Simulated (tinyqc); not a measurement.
The integration grid: Kohn-Sham B3LYP on finer and finer grids in the sto-3g basis, for H3, spin multiplicity 2. Computed by the program tinyqc with PySCF. Self-consistent on each grid; the net force on the molecule should vanish.

Geometry (angstrom):

| atom | x | y | z |
|---|---|---|---|
| H | 0.0000 | 0.0000 | 0.0000 |
| H | 0.0000 | 0.0000 | 0.8810 |
| H | 0.0000 | 0.4530 | -0.7790 |

Kohn-Sham energy on Becke grids (radial x angular points per atom):

| grid | points | residual of the electron count | E (hartree) | E - finest (mhartree) | largest net force without grid terms (hartree/bohr) |
|---|---|---|---|---|---|
| 10 x 14 | 412 | -5.71e-04 | -1.61835 | -1.29416 | 4.03e-04 |
| 15 x 26 | 1160 | -2.68e-03 | -1.61733 | -0.27672 | 9.83e-04 |
| 20 x 50 | 2986 | 2.27e-04 | -1.61714 | -0.08369 | 1.21e-04 |
| 30 x 86 | 7719 | -9.44e-06 | -1.61706 | -0.00192 | 1.73e-05 |
| 50 x 194 | 29059 | -7.58e-09 | -1.61705 | -4.41e-05 | 3.13e-07 |
| 75 x 302 | 67847 | -3.46e-09 | -1.61705 | 0.00000 | 1.23e-08 |
| 120 x 590 | 212008 | 6.80e-11 | -1.61705 | 0.00000 | 1.09e-10 |

What does the comparison show, and why?

The energy is within 0.1 mhartree of the finest grid first at 20 x 50. The error has one sign here, though quadrature is not variational. The electron count and the net force are cheap signs of a poor grid.
